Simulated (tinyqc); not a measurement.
Inputs raised by 10 %, one at a time: longitudinal sound in a periodic multilayer: transfer matrices, stop bands and folded phonons. Computed by tinyqc, a small Python program. Command: `OMP_NUM_THREADS=1 python tinyqc.py 3003992 3003993 out.jsonl multilayer sens`. One thread of a shared host (Intel(R) Xeon(R) Processor @ 2.30GHz), about 0.01 s of CPU time with the checks.

Layers 1 and 2 repeat with period d = d_1 + d_2; waves travel normal to the layers, without loss. State vector (u, s): displacement u and stress divided by omega. Impedances Z = rho v are in 1e6 kg/(m^2 s).

Inputs (values chosen for the exercise, modelled on aluminium (layer 1), tungsten (layer 2) and gallium arsenide (substrate)):
```
quantity            value    unit
density rho_1        2.69  g/cm^3
velocity v_1         6490     m/s
thickness d_1         818      nm
density rho_2        19.5  g/cm^3
velocity v_2         5230     m/s
thickness d_2         665      nm
substrate density    5.37  g/cm^3
substrate velocity   4800     m/s
periods N               4       -
```

Method:
- Z = rho v; interface reflection r = (Z_2 - Z_1)/(Z_2 + Z_1) (stress amplitude, from 1 into 2); Bragg frequency f_B = 1/[2 (d_1/v_1 + d_2/v_2)]; long-wave velocity v_eff = d/sqrt[(d_1/v_1)^2 + (d_2/v_2)^2 + (Z_1/Z_2 + Z_2/Z_1)(d_1/v_1)(d_2/v_2)].
- A layer maps (u, s) by [[cos p, sin p/Z], [-Z sin p, cos p]], p = 2 pi f d_i/v_i; one period is M = M_2 M_1, and cos(q d) = trace(M)/2.
- For N periods A = M^N. A wave comes from a thick layer of material 1 and leaves into the substrate (Z_s): transmitted power T = 4 Z_1 Z_s/|Z_1 A_22 + Z_s A_11 - i (Z_1 Z_s A_12 - A_21)|^2, reflected power R = 1 - T.
- Gap m contains m f_B; its edges, where trace(M)/2 = (-1)^m, are found by root search. Weak-contrast estimate of the width: (4 f_B/pi) |r sin(m pi a)|, a = (d_1/v_1)/(d_1/v_1 + d_2/v_2).

Runs:
```
input moved                 from     to  Bragg frequency f_B (GHz)  width/f_B (%)  transmitted power at f_B  long-wave velocity v_eff (m/s)
base run                       -      -                      1.975          100.1                 4.356e-06                            4138
density rho_1 (g/cm^3)      2.69  2.959                      1.975           95.7                 8.488e-06                            4278
velocity v_1 (m/s)          6490   7139                      2.068           95.3                 8.773e-06                            4483
thickness d_1 (nm)           818  899.8                      1.881           99.7                 4.459e-06                            4162
density rho_2 (g/cm^3)      19.5  21.45                      1.975          104.3                 2.032e-06                            3999
velocity v_2 (m/s)          5230   5753                      2.069          103.9                 2.082e-06                            4192
thickness d_2 (nm)           665  731.5                      1.880           99.6                 4.507e-06                            4120
substrate density (g/cm^3)  5.37  5.907                      1.975          100.1                 4.791e-06                            4138
```

Exponents ln(y'/y) / ln(x'/x):
```
input              Bragg frequency f_B  width/f_B  transmitted power at f_B  long-wave velocity v_eff
density rho_1                    0.000     -0.467                     7.000                     0.348
velocity v_1                     0.486     -0.520                     7.346                     0.840
thickness d_1                   -0.510     -0.038                     0.246                     0.058
density rho_2                    0.000      0.433                    -8.000                    -0.360
velocity v_2                     0.490      0.393                    -7.746                     0.136
thickness d_2                   -0.514     -0.055                     0.357                    -0.047
substrate density                0.000      0.000                     1.000                     0.000
```

Among the inputs moved here: Bragg frequency f_B answers most in size to thickness d_2 (exponent -0.514), and about equally to thickness d_1 (-0.510); its exponent is below 0.0005 for density rho_1, density rho_2, substrate density. Its exponent 0.000 in density rho_1: f_B depends on transit times alone. Its exponent 0.000 in density rho_2: f_B depends on transit times alone. width/f_B answers most in size to velocity v_1 (exponent -0.520), next to density rho_1 (-0.467); its exponent is below 0.0005 for substrate density. Its exponent 0.000 in substrate density: the bands belong to the infinite stack. Transmitted power at f_B answers most in size to density rho_2 (exponent -8.000), next to velocity v_2 (-7.746). Long-wave velocity v_eff answers most in size to velocity v_1 (exponent +0.840), next to density rho_2 (-0.360); its exponent is below 0.0005 for substrate density.
